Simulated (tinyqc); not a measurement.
What each parameter does: six-band k.p model of the valence band of a wurtzite crystal.

At k = 0: E1 = D1c + D2c + Te + Le (pure HH); E2, E3 = Le + u +/- sqrt(u^2 + 2 D3c^2), u = (D1c - D2c + Te)/2, D1c = Dcr, D2c = D3c = Dso/3. The weight of LH in state 2 is fL = (E2 - Le)^2/((E2 - Le)^2 + 2 D3c^2). Relative strengths of transitions to the conduction band: for E perpendicular to c (TE) 1/2, fL/2, (1 - fL)/2; for E along c (TM) 0, 1 - fL, fL, with one momentum element for both directions.

Strain of a c-plane layer: exx = eyy = e_par, ezz = -2 (C13/C33) e_par; Le = D1 ezz + D2 (exx + eyy), Te = D3 ezz + D4 (exx + eyy).

Conduction edge: Ec = (top of the unstrained valence band) + Eg + (a1 + D1) ezz + (a2 + D2)(exx + eyy).

Values chosen for the exercise (of the order of those of hexagonal CdSe; not measured data):

| symbol | value | unit | meaning |
|---|---|---|---|
| Dcr | 0.0422 | eV | crystal-field splitting |
| Dso | 0.4268 | eV | spin-orbit splitting |
| Eg | 1.843 | eV | direct gap at Gamma from the top of the unstrained valence band |
| a1 | -0.77 | eV | gap potential along c |
| a2 | -3.61 | eV | gap potential in the plane |
| D1 | -1 | eV |  |
| D2 | 1.03 | eV |  |
| D3 | 4 | eV |  |
| D4 | -2.11 | eV |  |
| C13 | 41 | GPa |  |
| C33 | 80 | GPa |  |
| e_par | -0.0048 |  | exx = eyy of a c-plane layer |

Splittings at k = 0 under the strain, fL and the lowest transition.

One parameter was then changed.

Results before and after:

| case | E1 - E2 (meV) | E1 - E3 (meV) | fL | lowest transition (eV) |
|---|---|---|---|---|
| base | 51.04 | 457.90 | 0.4261 | 1.8339 |
| changed | 51.04 | 457.90 | 0.4261 | 1.8270 |

Which of these changes was made? (a) a2 = -2.888 eV; (b) D2 = 1.236 eV; (c) D1 = -0.8 eV; (d) Dcr = 0.03376 eV; (e) D3 = 3.2 eV; (f) C13 = 49.2 GPa; (g) a1 = -0.616 eV; (h) e_par = -0.00576.

Answer: (a) a2 = -2.888 eV. Of the candidates, run in turn, only this one gives the changed row.

All candidates:

| case | E1 - E2 (meV) | E1 - E3 (meV) | fL | lowest transition (eV) |
|---|---|---|---|---|
| base | 51.04 | 457.90 | 0.4261 | 1.8339 |
| a1 = -0.616 eV | 51.04 | 457.90 | 0.4261 | 1.8347 |
| Dcr = 0.03376 eV | 46.15 | 454.34 | 0.4160 | 1.8339 |
| a2 = -2.888 eV | 51.04 | 457.90 | 0.4261 | 1.8270 |
| e_par = -0.00576 | 55.58 | 461.34 | 0.4357 | 1.8321 |
| C13 = 49.2 GPa | 53.29 | 459.58 | 0.4308 | 1.8292 |
| D3 = 3.2 eV | 48.77 | 456.23 | 0.4214 | 1.8379 |
| D1 = -0.8 eV | 51.04 | 457.90 | 0.4261 | 1.8339 |
| D2 = 1.236 eV | 51.04 | 457.90 | 0.4261 | 1.8339 |

D1 and D2 shift all valence edges and the conduction edge alike, so they drop out of splittings and transitions.

Run: tinyqc, `OMP_NUM_THREADS=1 python tinyqc.py 1050914 1050915 out.jsonl`; Intel(R) Xeon(R) Processor @ 2.30GHz, one thread, shared host; about 0.01 s of CPU time with all checks.
